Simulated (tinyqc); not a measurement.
Which pair of peaks is best: composition and strain of an epitaxial Si(1-x)Ge(x) layer from Raman and X-ray peaks. Computed by tinyqc, a small Python program. Command: `OMP_NUM_THREADS=1 python tinyqc.py 3010988 3010989 out.jsonl epiraman walk`. One thread of a shared host (Intel(R) Xeon(R) Processor @ 2.30GHz), about 0.01 s of CPU time with the checks.

A (001) layer, biaxially strained in the plane. The Raman peaks follow empirical lines omega = w0 + c1 x + c3 x^3 + b eps (c3 for Si-Ge alone), with eps the in-plane strain.

Inputs (values chosen for the exercise, modelled on silicon-germanium):

| quantity | value | unit |
|---|---|---|
| Ge fraction x | 0.23 | - |
| Si-Si: c1 | -67.1 | 1/cm |
| Si-Si: strain coefficient b | -718 | 1/cm |
| Si-Ge: c1 | 24.7 | 1/cm |
| Si-Ge: c3 | -34.5 | 1/cm |
| Si-Ge: strain coefficient b | -551 | 1/cm |
| Ge-Ge: c1 | 18.8 | 1/cm |
| Ge-Ge: strain coefficient b | -472 | 1/cm |
| uncertainty of a Raman peak | 0.2 | 1/cm |

Substrate: germanium.

Method. For each pair invert J = [d omega/dx, d omega/d eps] at the true x. Independent errors of the given size in both peaks give sigma_x and sigma_eps = uncertainty x (norm of the rows of the inverse of J).

Error propagation:

| pair | det J | sigma_x | sigma_eps (per mille) |
|---|---|---|---|
| Si-Si and Si-Ge | 50.776 | 0.0035649 | 0.27493 |
| Si-Si and Ge-Ge | 45.1696 | 0.0038045 | 0.30854 |
| Si-Ge and Ge-Ge | 1.2847 | 0.11295 | 4.1862 |

The pair Si-Si and Si-Ge fixes x best (sigma_x = 0.0036) and Si-Ge and Ge-Ge worst (0.11), a factor 32. Strain moves all peaks the same way, so a good pair needs different ratios of composition slope to strain coefficient, best of opposite sign; the slopes here are -67.1, 19.2 and 18.8 per cm for Si-Si, Si-Ge and Ge-Ge. Errors in the coefficients themselves are not counted.

Extremes, crossings and ranges named in words are read from the listed rows.
